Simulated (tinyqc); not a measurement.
Trap density and cross-section from triangular pulses.

Problem. In charge pumping, for a flat interface trap density D0 and a symmetric triangular wave, Qcp = -2 q A D0 Vt ln[vth s ni (dV/Va)/(2 f)], with s the geometric mean cross-section. Find D0, the frequency f0 where the line meets zero, and s.

Values chosen for this exercise:
- T = 300 K (temperature)
- A = 5.5 um^2 (gate area)
- vth = 1.6e7 cm/s (thermal velocity at 300 K, one nominal value for electrons and holes)
- dV = 0.62 V (Vth - Vfb)
- Va = 2.3 V (pulse height)

Constants: q = 1.602176634e-19 C, kB = 1.380649e-23 J/K, Vt = kB T/q. Results are converted to the units shown.

Qcp at f = 20000 and 1e6 Hz (fC): [0.35034712, 0.58205562]
ni = 1.0671461e10 cm^-3

Answer. Qcp is linear in ln f: the slope gives D0 and the zero gives s = 2 f0 Va/(vth ni dV).

D0 = 1.30e11 cm^-2 eV^-1
f0 = 54.0 Hz
s = 2.35e-15 cm^2

tinyqc, about 0.01 s, one thread, Intel Xeon 2.30GHz (shared host): `OMP_NUM_THREADS=1 python tinyqc.py 2030087 2030088 out.jsonl`
